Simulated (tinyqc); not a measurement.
Inside a calculation. Model: double-gate transistor below threshold, two-dimensional Poisson equation on a small mesh.

tinyqc, about 0.1 s, one thread, Intel Xeon 2.30GHz (shared host): `OMP_NUM_THREADS=1 python tinyqc.py 2480022 2480023 out.jsonl` Printed values are rounded.

Half of a symmetric double-gate structure: row 0 is the mid-plane of the body, where the normal field vanishes. Mobile charge is neglected (subthreshold), the body is fully depleted, and potentials are counted from the intrinsic level; rows run upward to the gate, columns from source to drain.

Values chosen for this exercise; semiconductor permittivity close to that of germanium:

| symbol | value | unit | meaning |
|---|---|---|---|
| T | 300 | K | temperature |
| eps_r | 16.2 |  | relative permittivity of the semiconductor |
| eox | 7.5 |  | relative permittivity of the insulator |
| tb | 6 | nm | half the body thickness |
| tox | 2.8 | nm | insulator thickness |
| L | 56 | nm | channel length |
| Na | 0 | cm^-3 | acceptor density of the depleted body |
| Vbi | 0.49 | V | potential of the source |
| Vfb | 0.13 | V | gate offset |
| Vg | -0.1 | V | gate voltage |
| Vd | 0.7 | V | drain voltage |

Constants: q = 1.602176634e-19 C, kB = 1.380649e-23 J/K, Vt = kB T/q, eps0 = 8.8541878128e-14 F/cm where lengths are in cm. Results are converted to the units shown.

## Coefficients of the five-point equations

Mesh: rows i = 0..2 in the semiconductor (step hs = tb/2, row 2 on the interface), then 2 step(s) ho = tox/2 up to the gate row 4; columns j = 0..6 (step hy = L/6). Box integration, divided by eps0: up_i = eps hy/h of the interval above row i, dn_i = that of the interval below (0 for row 0), lat_i = (sum of eps h/2 over the intervals above and below)/hy, s_i = -q Na w_i hy/eps0 with w_i the semiconductor height of the box (hs/2 for row 0 and the interface row, hs between, 0 in the insulator). Each free node obeys (up + dn + 2 lat) psi = up psi(above) + dn psi(below) + lat [psi(left) + psi(right)] + s.

```
row,up,dn,lat,s (V)
0,50.4,0,2.60357,0
1,50.4,50.4,5.20714,0
2,50,50.4,3.16607,0
3,50,50,1.125,0
```

## Iteration 1: Gauss-Seidel sweep

psi at the start (fixed values on the edges, free nodes at zero) (V):
```
,j=0,j=1,j=2,j=3,j=4,j=5,j=6
row 0,0.49000,0.00000,0.00000,0.00000,0.00000,0.00000,1.19000
row 1,0.49000,0.00000,0.00000,0.00000,0.00000,0.00000,1.19000
row 2,0.49000,0.00000,0.00000,0.00000,0.00000,0.00000,1.19000
row 3,0.13000,0.00000,0.00000,0.00000,0.00000,0.00000,0.48000
row 4,-0.23000,-0.23000,-0.23000,-0.23000,-0.23000,-0.23000,-0.23000
```

Free nodes: rows 0..3, columns 1..5, taken row by row from row 0, left to right. t = (up psi(above) + dn psi(below) + lat [psi(left) + psi(right)] + s)/(up + dn + 2 lat), with the newest neighbours; psi(new) = t.

psi after iteration 1 (V):
```
,j=0,j=1,j=2,j=3,j=4,j=5,j=6
row 0,0.49000,0.02294,0.00107,0.00005,0.00000,0.05572,1.19000
row 1,0.49000,0.03334,0.00205,0.00012,0.00001,0.08097,1.19000
row 2,0.49000,0.03028,0.00187,0.00011,0.00001,0.07353,1.19000
row 3,0.13000,-0.09623,-0.11262,-0.11365,-0.11372,-0.07248,0.48000
row 4,-0.23000,-0.23000,-0.23000,-0.23000,-0.23000,-0.23000,-0.23000
```

## Iteration 2: Gauss-Seidel sweep

As before.

psi after iteration 2 (V):
```
,j=0,j=1,j=2,j=3,j=4,j=5,j=6
row 0,0.49000,0.05321,0.00435,0.00031,0.00263,0.12922,1.19000
row 1,0.49000,0.06087,0.00567,0.00046,0.00501,0.14784,1.19000
row 2,0.49000,-0.00175,-0.05013,-0.05451,-0.05034,0.06966,1.19000
row 3,0.13000,-0.11313,-0.13948,-0.14191,-0.13945,-0.07466,0.48000
row 4,-0.23000,-0.23000,-0.23000,-0.23000,-0.23000,-0.23000,-0.23000
```

## Course of the iteration: Gauss-Seidel sweep

Stop when the largest change of psi is below 1e-7 V, or after 400 iterations. Fixed values: gate row Vg - Vfb; column 0 at Vbi and the last column at Vbi + Vd in the semiconductor, each running linearly to Vg - Vfb across the insulator.

Course of the iteration:
```
iteration,"psi at row 0, j = 3 (V)",largest |change| of one entry (V)
1,5.02936e-5,0.114
2,3.11323e-4,0.0735
3,9.50782e-4,0.0610
4,-0.0224785,0.0249
5,-0.0466379,0.0242
6,-0.0675194,0.0209
7,-0.0849178,0.0174
8,-0.0992861,0.0144
9,-0.111130,0.0118
...,...,...
70,-0.169229,3.35e-7
71,-0.169230,2.83e-7
72,-0.169230,2.39e-7
73,-0.169230,2.02e-7
74,-0.169230,1.71e-7
75,-0.169231,1.45e-7
76,-0.169231,1.22e-7
77,-0.169231,1.03e-7
78,-0.169231,8.75e-8
```

Converged in 78 iterations. At the end each change is about 0.85 times the one before: linear convergence.

## Barrier, swing and barrier lowering

converged psi (V):
```
,j=0,j=1,j=2,j=3,j=4,j=5,j=6
row 0,0.49000,0.00785,-0.14847,-0.16923,-0.08634,0.23448,1.19000
row 1,0.49000,-0.00898,-0.15547,-0.17459,-0.09864,0.20169,1.19000
row 2,0.49000,-0.06223,-0.17563,-0.18976,-0.13411,0.09783,1.19000
row 3,0.13000,-0.14370,-0.20224,-0.20948,-0.18103,-0.06134,0.48000
row 4,-0.23000,-0.23000,-0.23000,-0.23000,-0.23000,-0.23000,-0.23000
```

d psi/dVg on row 0: j=0 0.000000, j=1 0.671808, j=2 0.894771, j=3 0.943207, j=4 0.894771, j=5 0.671808, j=6 0.000000
d psi/dVd on row 0: j=0 0.00000, j=1 0.00222, j=2 0.00824, j=3 0.02840, j=4 0.09699, j=5 0.32597, j=6 1.00000

The barrier is read along row 0, the path farthest from the gate. Take the node j of lowest psi: barrier Vbi - psi_j; swing Vt ln 10/(d psi_j/dVg); DIBL = (d psi_j/dVd)/(d psi_j/dVg). The derivatives solve the same equations with s = 0 and a unit change of that voltage.

j = 3
barrier = 0.659231 V
swing = 63.1107 mV/decade
DIBL = 30.1064 mV/V

A mesh of 12, 8 and 80 steps (semiconductor, insulator, channel) gives a barrier of 0.675 V, a swing of 62.5 mV a decade and a DIBL of 16.7 mV/V; the small mesh puts the barrier 2.3 % below that.
